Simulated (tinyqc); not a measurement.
Worked calculation: band-to-band tunnelling across a p-n junction in a two-band chain. Values are carried at full precision from step to step, so a last printed digit may differ when a step is redone from the rounded ones.

Sites alternate A at -Eg/2 and C at +Eg/2 with hopping -t; near the edges, with k counted from the zone boundary pi/a, E^2 = (Eg/2)^2 + (t a k)^2, so t = sqrt(c Eg/m)/a gives the mass m, c = hbar^2/2m0. In the gap cosh(q a) = 1 + (Eg^2/4 - e^2)/(2 t^2), e the energy from the local mid-gap. The potential is V0 = Eg + ov on the p side (left), 0 on the n side, and falls linearly over the 2N sites of the junction, V_j = V0 (1 - j/(2N + 1)), j = 1 to 2N, site 1 being A. E = Eg/2 + x ov. A half chain that ends on a site of level e1 with neighbour e2 has g = (1 + z)/(E - e1), z = exp(-/+ i k a) the root with Im g < 0, cos(k a) = (E - e1)(E - e2)/(2 t^2) - 1. S_L = t^2 g (ending on C, shifted by V0), S_R = t^2 g (starting on A). T = 4 Im(S_L) Im(S_R) |G_(1,2N)|^2.

Constants: hbar^2/2m0 = 3.80998211 eV angstrom^2.

Values chosen for the exercise (gap and mass near those of Ge (direct gap); shifted at random, so the results belong to these values and not to a real crystal): Eg = 0.817 eV (gap); m = 0.0411 m0 (mass of electron and light hole); a = 5 angstrom (period (two sites)); ov = 0.46 eV (overlap: top of the valence band on the p side above the conduction edge on the n side); N = 5 (periods in the small junction); x = 0.72 (energy above the n-side conduction edge, as a share of ov).

## Hopping, field and tunnelling length

Form t, V0, E, the field F = V0/((2N + 1) a/2) (1 V/angstrom = 100 MV/cm) and the length Eg/F over which E lies in the gap.

t = 1.7405 eV
V0 = 1.2770 eV
E = 0.7397 eV
F = 4.644 MV/cm
tunnelling length = 17.59 angstrom

So short a junction keeps the matrix small; its field is above the 1 to 3 MV/cm of tunnel diodes.

## Self-energies of the two sides

Form cos(k a) and S for each side.

cos(k a): left -0.979894, right -0.937235

S_L, S_R (eV): -0.06440-0.63907i  0.16560-0.92001i

## Recursive Green function

g_1 = 1/(E - e_1 - S_L); g_j = 1/(E - e_j - t^2 g_(j-1)), with S_R also subtracted at the last site; G_1j = G_1(j-1) (-t) g_j, G_11 = g_1; e_j is the site level plus V_j. The self-energies stand in the order S_L, S_R.

Sweep:
```
j   e_j (eV)       g_j (1/eV)      G_1j (1/eV)
1     0.7524   0.1257-1.5546i   0.1257-1.5546i
2     1.4533  -0.0468-0.2015i   0.5553-0.0826i
3     0.5202   0.7183-1.2133i  -0.5199+1.2760i
4     1.2211  -0.1292-0.1787i  -0.5137+0.1252i
5     0.2880   0.8400-0.5393i   0.6335-0.6653i
6     0.9890  -0.2667-0.1560i   0.4747-0.1369i
7     0.0559   0.6092-0.1930i  -0.4574+0.3045i
8     0.7568  -0.4887-0.1534i  -0.4704+0.1370i
9    -0.1763   0.4021-0.0780i   0.3106-0.1597i
10    0.5246  -0.4324-0.4278i   0.3527+0.1111i
```

T = 0.3216

## WKB for the same field

T = exp(-2 I/F), I = integral of q de across the gap. Continuum: q = sqrt(Eg^2/4 - e^2)/(t a), I = pi Eg^2/(8 t a). Lattice: q from the cosh formula, 12 Gauss-Legendre points in u with e = (Eg/2) sin(u), u from -pi/2 to pi/2. F in V/angstrom is the value in MV/cm over 100.

I (eV/angstrom): continuum 0.030120, lattice 0.030068

T by WKB: continuum 0.2733, lattice 0.2739

The chain gives 0.3216, 1.174 times the lattice WKB value; the exponent is only 1.30, and reflections at the two kinks of the potential count.

## Checks

- G_(1,2N) from the sweep against inversion of the whole matrix (size): both 0.36979.

(tinyqc, `OMP_NUM_THREADS=1 python tinyqc.py 1480145 1480146 out.jsonl`, Intel(R) Xeon(R) Processor @ 2.30GHz, 1 thread, shared host, about 0.01 s.)
